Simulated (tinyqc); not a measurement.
Six-transistor SRAM cell, nodal equations and margins: one step of the calculation.

Two cross-coupled inverters (pull-down bn, pull-up bp) hold the nodes Q and QB; access transistors (ba, threshold VTn, gate on the word line at Vdd when selected) join them to the bit lines. Transistor (EKV form, voltages against the body): I = 2 n b Vt^2 [F(vp - Vs) - F(vp - Vd)] from drain to source, F(v) = ln^2(1 + exp(v/(2 Vt))), vp = (Vg - VT + sg |Vd - Vs|)/n. n-channel bodies are at 0; for the p-channel device all voltages are counted down from Vdd. b in uA/V^2 gives I in uA. For an access transistor the bit line is the drain and the node the source. In a read both bit lines are at Vdd. The cell is symmetric (no mismatch).

Question. The largest square in the read butterfly. f(x) is the node voltage of one half-cell in a read for input x (In - Ip - Ia = 0). Static noise margin: side of the largest square between the curve (x, f(x)) and its mirror image (f(y), y); with h(c) the root x of f(x) - x = c, it is the maximum over c > 0 of h(c) - h(-c) + c.

Inputs (values chosen for the exercise): temperature T = 350 K; supply voltage Vdd = 0.5 V; slope factor n = 1.4; drain-induced barrier lowering sg = 0.038; n-channel threshold VTn = 0.31 V; p-channel threshold (magnitude) VTp = 0.4 V; gain factor of the pull-down transistor bn = 610 uA/V^2; gain factor of the access transistor ba = 610 uA/V^2; gain factor of the pull-up transistor bp = 250 uA/V^2.

Constants: q = 1.602176634e-19 C, kB = 1.380649e-23 J/K, Vt = kB T/q. Results are converted to the units shown.

| point | c (V) |
|---|---|
| 0 | 0.091 |
| 1 | 0.15 |
| 2 | 0.21 |
| 3 | 0.26 |
| 4 | 0.3 |
| 5 | 0.33 |
| 6 | 0.36 |

Give: h(c); h(-c); side.

Answer.

| point | h(c) (V) | h(-c) (V) | side (V) |
|---|---|---|---|
| 0 | 0.18709 | 0.26484 | 0.013247 |
| 1 | 0.18103 | 0.29958 | 0.031450 |
| 2 | 0.17750 | 0.33575 | 0.051744 |
| 3 | 0.17290 | 0.36673 | 0.066162 |
| 4 | 0.16437 | 0.39249 | 0.071880 |
| 5 | 0.15186 | 0.41266 | 0.069196 |
| 6 | 0.13238 | 0.43375 | 0.058624 |

The maximum over c is 71.94 mV, the read margin; with the word line off (no Ia) the same construction gives 170.9 mV.

Numbers from tinyqc (`OMP_NUM_THREADS=1 python tinyqc.py 2340085 2340086 out.jsonl`; about 0.1 s on one thread of a shared Intel Xeon 2.30GHz).
